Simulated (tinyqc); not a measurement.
Sheet resistance and Hall data of a diffused or implanted layer. From sheet resistance R_s back to length scale l. Computed by tinyqc, a small Python program. Command: `OMP_NUM_THREADS=1 python tinyqc.py 3008467 3008468 out.jsonl layer inv`. One thread of a shared host (Intel(R) Xeon(R) Processor @ 2.30GHz), about 0.1 s of CPU time with the checks.

Carriers are taken equal to the net active doping down to the junction (full ionisation, which deep dopants in wide-gap hosts do not reach; no spill-over, no depletion), and the Hall factor is 1.

Inputs (values chosen for the exercise, modelled on silicon in GaN):
```
quantity                                 value        unit
mu_min                                    57.1  cm^2/(V s)
mu_max                                    1010  cm^2/(V s)
N_ref                                    2e+17      1/cm^3
exponent alpha                            0.99           -
peak concentration N_0                   2e+20      1/cm^3
background doping N_B (opposite type)  2.5e+17      1/cm^3
solubility limit N_s                   6.8e+19      1/cm^3
```

Profile: Gaussian at the surface. Activation: limited by solubility.

Constants: e = 1.602176634e-19 C.

Method:
- N(x) = N_0 exp(-x^2/l^2), dose N_0 l sqrt(pi)/2, junction x_j = l sqrt(ln(N_0/N_B)).
- Mobility mu = mu_min + (mu_max - mu_min)/(1 + (N_t/N_ref)^alpha), N_t = active doping + N_B; carriers n = active doping - N_B, active doping min(N, N_s).
- Integrals from x_0 (0 unless stated) to x_j by the midpoint rule on 400 even intervals: 1/R_s = e int n mu dx; sheet density n_s = int n dx; Hall sheet density (int n mu dx)^2/int n mu^2 dx; Hall mobility int n mu^2 dx/int n mu dx.
- Mean conductivity 1/(R_s x_j); mean mobility 1/(e n_s R_s).

Question. A run gave the result below. Find the length scale l, known to lie between 6.3 and 23 nm.

sheet resistance R_s = 877.3791 ohm

Answer.

Each step takes the trial c = (a f_b - b f_a)/(f_b - f_a), f being the result less the target and a, b, c the logarithms of the listed values; c replaces end b, the old b replaces a if the sign of f changed, and otherwise f_a is halved.

Scan of the range:
```
length scale l (nm)  sheet resistance R_s (ohm)
6.30                                    1686.52
7.82                                    1358.70
9.70                                    1095.37
12.00                                    885.42
14.90                                    713.09
18.50                                    574.33
23.00                                    461.96
```

False position (Illinois rule, in the logarithm of the input) inside the bracket:
```
step    end a    end b    trial  sheet resistance R_s (ohm)
1     12.0000  14.9000  12.1218                     876.522
2     12.0000  12.1218  12.1003                     878.079
3     12.1218  12.1003  12.1100                     877.379
4     12.1003  12.1100  12.1100                     877.379
```

Sheet resistance R_s falls at every point of a 13-point scan of the range (every second point is shown), so one value fits; it is bracketed by 12.0 and 14.9. The scan shows a pure power law with exponent -1.000, so scaling from any one row also gives the answer directly. Answer: length scale l = 12.11 nm.
